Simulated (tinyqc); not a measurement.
# Worked calculation: threshold-voltage variability of a planar MOSFET, analytic estimates

Numbers from tinyqc (`OMP_NUM_THREADS=1 python tinyqc.py 2090137 2090138 out.jsonl`; about 0.01 s on one thread of a shared Intel Xeon 2.30GHz). Printed values are rounded.

Three independent sources add in quadrature: random dopants in the depleted layer, metal-gate grains of two orientations, and roughness of the two gate edges acting through the roll-off VT = VT(long) - Vr exp(-L/l). These are first-order estimates: no three-dimensional electrostatics, no percolation.

Inputs (values chosen for the exercise); material values those of a made-up semiconductor:
```
symbol,value,unit,meaning
T,300,K,temperature
Eg,0.929,eV,band gap
eps_r,10.5,,relative permittivity of the semiconductor
Nc,2.81e19,cm^-3,conduction-band density of states at T
Nv,3.41e19,cm^-3,valence-band density of states at T
Na,4.5e18,cm^-3,channel doping
ti,1.6,nm,oxide-equivalent thickness in inversion
L,32,nm,gate length
W,53,nm,gate width
G,10,nm,metal grain size
dW,0.2,eV,work-function difference of the two grain orientations
p,0.4,,share of the orientation of higher work function
De,1,nm,rms roughness of one gate edge
La,30,nm,correlation length of the roughness
l,6.8,nm,decay length of the threshold roll-off
Vr,1.2,V,prefactor of the roll-off
n,1.19,,subthreshold factor
gI,20,1/V,gm/I of a matched pair
sb,2.1,%,spread of the gain factor of one device
Nb,8388608,,number of cells
Y,0.99,,wanted yield
```

Constants: q = 1.602176634e-19 C, kB = 1.380649e-23 J/K, Vt = kB T/q, eps0 = 8.8541878128e-14 F/cm where lengths are in cm. Results are converted to the units shown.

Range of the model: gI s exceeds 0.2, so the linear formula for the current mismatch is only a rough guide.

## Random dopants

ni = sqrt(Nc Nv) exp(-Eg/(2 Vt)), Eg in volts; Cox = 3.9 eps0/ti; Wd = sqrt(4 eps0 eps_r Vt ln(Na/ni)/(q Na)); dopants: s1 = (q/Cox) sqrt(Na Wd/(3 L W)). The slope A1 = s1 sqrt(L W); mean number of dopants Na L W Wd.

Cox = 2.15821 uF/cm^2
Wd = 14.6243 nm
mean number of dopants = 111.613
A1 = 1.09951 mV um
s1 = 26.6986 mV

Counting alone, 1/sqrt(N) of the depletion voltage q Na Wd/Cox = 489 mV, would give sqrt(3) times more: dopants deep in the layer act less on the surface.

## Metal grains and edge roughness

Grains: Ng = L W/G^2 (at least 1), s2 = dW sqrt(p (1 - p)/Ng). Edges, with exponential correlation and u = W/La: the mean gate length has sL^2 = 2 De^2 (2/u)[1 - (1 - exp(-u))/u]; s3 = sL (Vr/l) exp(-L/l).

Ng = 16.96
s2 = 23.7915 mV
sL = 1.09617 nm
dVT/dL = 1.59564 mV/nm
s3 = 1.74908 mV

## Total spread, mismatch and leakage

s = sqrt(s1^2 + s2^2 + s3^2). For a pair: s(dVT) = sqrt(2) s; current mismatch sqrt(2) sqrt((gI s)^2 + sb^2); input offset = current mismatch/gI. For a Gaussian VT the off current is log-normal with mean/median = exp(s^2/(2 (n Vt)^2)).

s = 35.8038 mV
s(dVT) = 50.6342 mV
current mismatch = 101.312 %
input offset = 50.6559 mV
mean/median of Ioff = 1.96845

The dopants give 55.6 % of the variance; without them s would be 23.9 mV. A current mismatch this large is beyond the linear estimate.

## Iteration 1: margin in standard deviations for the wanted yield

k at the start = 3

Cells fail independently with probability Q(k) = erfc(k/sqrt(2))/2 when the margin is k standard deviations, and Y = exp(-Nb Q(k)). phi = exp(-k^2/2)/sqrt(2 pi). Newton steps on ln Q(k) = ln(-ln(Y)/Nb): k(new) = k + [ln Q - ln(-ln(Y)/Nb)] Q/phi.

Q(k) = 0.00134990
phi = 0.00443185
k after iteration 1 = 7.24441

## Iteration 2: margin in standard deviations for the wanted yield

As before.

Q(k) = 2.17167e-13
phi = 1.60218e-12
k after iteration 2 = 6.07661

## Course of the iteration: margin in standard deviations for the wanted yield

Stop when k changes by less than 1e-9, or after 30 iterations.

Course of the iteration:
```
iteration        k  |change|
1          7.24441      4.24
2          6.07661      1.17
3          5.96930     0.107
4          5.96838   9.17e-4
5          5.96838   6.70e-8
6          5.96838   < 1e-12
```

Converged in 6 iterations. At the end the number of correct digits about doubles with each step. With s(dVT) = 50.6 mV, 5.97 standard deviations are 302 mV.
